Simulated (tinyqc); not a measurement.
Worked calculation: two-band k.p model of the Delta valleys near the X point under shear strain. Values are carried at full precision from step to step, so a last printed digit may differ when a step is redone from the rounded ones.

Constants: hbar^2/2m0 = 3.80998211 eV angstrom^2.

Values chosen for the exercise (near those of Si; the results hold for these values, not for the real material): a = 5.425 angstrom (lattice constant); ml = 0.94 m0 (longitudinal mass); mt = 0.199 m0 (transverse mass); kx0 = 0.15 2 pi/a (distance of the minimum from X); D = 14.8 eV (shear deformation potential); Mp = 0.233 m0 (coupling mass); exy = -0.0054 (shear strain); k = (-0.067, 0.042, 0.159) 1/angstrom (wave vector from X).

## Scales

k0 = kx0 2 pi/a; Delta = 2 c k0^2/ml with c = hbar^2/2m0, half the splitting of the two bands at k0; eta = D exy/Delta measures the shear coupling against it.

k0 = 0.17373 1/angstrom
Delta = 0.24466 eV
eta = -0.3267
splitting of the two bands at X, 2 |D exy| = 0.1598 eV

## The Hamiltonian at one k

Valley pair on the [001] axis, kz counted from the X point, c = hbar^2/2m0, k0 = kx0 2 pi/a. H = (c kz^2/ml + c (kx^2 + ky^2)/mt + c k0^2/ml) 1 + (2 c k0 kz/ml) sigma_z + (D exy - 2 c kx ky/Mp) sigma_x, so E = c kz^2/ml + c (kx^2 + ky^2)/mt + c k0^2/ml -/+ sqrt((2 c k0 kz/ml)^2 + (D exy - 2 c kx ky/Mp)^2). Without strain the lower band has its minima, E = 0, at kz = +/- k0. Shifts from diagonal strain are left out.

Fill in the 2 x 2 matrix (sigma_z diagonal) and give its levels.

H(k) (eV):
```
[[0.5684, 0.0121],
 [0.0121, 0.1206]]
```

levels (eV): [0.1203, 0.5688]

## Position, depth and masses of the minimum

For |eta| < 1: k_min = k0 sqrt(1 - eta^2), E_min = -Delta eta^2/2, ml(eta) = ml/(1 - eta^2), 1/m[110] = 1/mt + eta/Mp, 1/m[1-10] = 1/mt - eta/Mp. For |eta| > 1 the minimum sits at X: E_min = -Delta (2 |eta| - 1)/2, ml(eta) = ml/(1 - 1/|eta|), and eta is replaced by its sign in the transverse masses.

k_min = 0.1642 1/angstrom
E_min = -13.05 meV
ml(eta) = 1.052 m0

masses along [110] and [1-10] (m0): [0.2760, 0.1556]

The minimum has moved 5.5 % of the way to X; electrons are lighter along [1-10] (-21.8 % against mt) and heavier across (+38.7 %).

## The two bands along kz

kx = ky = 0, kz from 0 to 1.6 k0 in steps of 0.2 k0, with and without the strain.

Levels (eV):
```
kz/k0  kz (1/angstrom)    lower   upper  lower, no strain  upper, no strain
0.0             0.0000   0.0424  0.2023            0.1223            0.1223
0.2             0.0347   0.0335  0.2209            0.0783            0.1762
0.4             0.0695   0.0156  0.2683            0.0440            0.2398
0.6             0.1042  -0.0008  0.3335            0.0196            0.3132
0.8             0.1390  -0.0108  0.4120            0.0049            0.3964
1.0             0.1737  -0.0127  0.5020            0.0000            0.4893
1.2             0.2085  -0.0058  0.6028            0.0049            0.5921
1.4             0.2432   0.0104  0.7138            0.0196            0.7046
1.6             0.2780   0.0360  0.8350            0.0440            0.8270
```

## Checks

- Depth of the minimum by numerical search against the closed form (eV): both -0.013053.
- Mass along [110] by finite differences against the closed form: both 0.2760.

Program tinyqc; command `OMP_NUM_THREADS=1 python tinyqc.py 1050993 1050994 out.jsonl`; about 0.01 s on one thread of a shared Intel(R) Xeon(R) Processor @ 2.30GHz.
